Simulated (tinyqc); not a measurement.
Inside a calculation. Method: Pariser-Parr-Pople SCF with singles CI, for the molecule C=CC=CC=CC(=C)Cl (SMILES; centres numbered as the heavy atoms are written). One step of it, computed by the program tinyqc.

Problem. Iteration 1: orbitals and new P. Diagonalise F (the basis is taken as orthonormal) and form P = 2 sum c c over the lowest orbitals; 0.5 of the old P is kept.

F (eV), lower triangle:
```
            1C         2C         3C         4C         5C         6C         7C         8C
1C   -5.670676
2C   -5.762828  -5.673875
3C    0.000000  -4.359435  -5.738136
4C    0.682347   0.000000  -5.385411  -5.726286
5C    0.000000   0.184194   0.000000  -4.464619  -5.919483
6C   -0.313319   0.000000   0.631284   0.000000  -5.430843  -5.622001
7C    0.000000  -0.032140   0.000000   0.161622   0.000000  -4.212742  -5.677770
8C    0.141338   0.000000  -0.227321   0.000000   0.523045   0.000000  -5.289815  -5.522361
9Cl   0.107733   0.000000  -0.181529   0.000000   0.447654   0.000000  -3.578760   1.227545

            9Cl
9Cl  -13.358738
```

pi electrons, sum of z_r less the charge = 10

P at the start, lower triangle:
```
            1C         2C         3C         4C         5C        6C        7C         8C
1C    1.000000
2C    0.864172   1.000000
3C    0.000000   0.492299   1.000000
4C   -0.371873   0.000000   0.763805   1.000000
5C    0.000000  -0.100367   0.000000   0.520147   1.000000
6C    0.271506   0.000000  -0.344024   0.000000   0.776083  1.000000
7C    0.000000   0.027848   0.000000  -0.088089   0.000000  0.453461  1.000000
8C   -0.169101   0.000000   0.196950   0.000000  -0.285038  0.000000  0.738499   1.305987
9Cl  -0.112283   0.000000   0.130775   0.000000  -0.189265  0.000000  0.490364  -0.460824

          9Cl
9Cl  1.694013
```

Give: orbital energies; P after iteration 1.

Solution.

orbital energies (eV): -15.4072  -14.3203  -12.7960  -10.8970  -8.8032  -2.3099  0.3063  2.1579  3.1602

P after iteration 1, lower triangle:
```
          1C       2C       3C       4C       5C       6C      7C       8C
1C    1.0006
2C    0.8802   0.9998
3C   -0.0011   0.4644   1.0033
4C   -0.3625  -0.0006   0.7861   0.9990
5C    0.0028  -0.0877  -0.0045   0.4928   1.0125
6C    0.2472   0.0010  -0.3402  -0.0016   0.7960   0.9905
7C   -0.0017   0.0239   0.0021  -0.0789  -0.0024   0.4327  1.0011
8C   -0.1571   0.0008   0.1986  -0.0029  -0.3029   0.0124  0.7951   1.2025
9Cl  -0.0729  -0.0023   0.0901   0.0062  -0.1405  -0.0133  0.4029  -0.3886

        9Cl
9Cl  1.7907
```
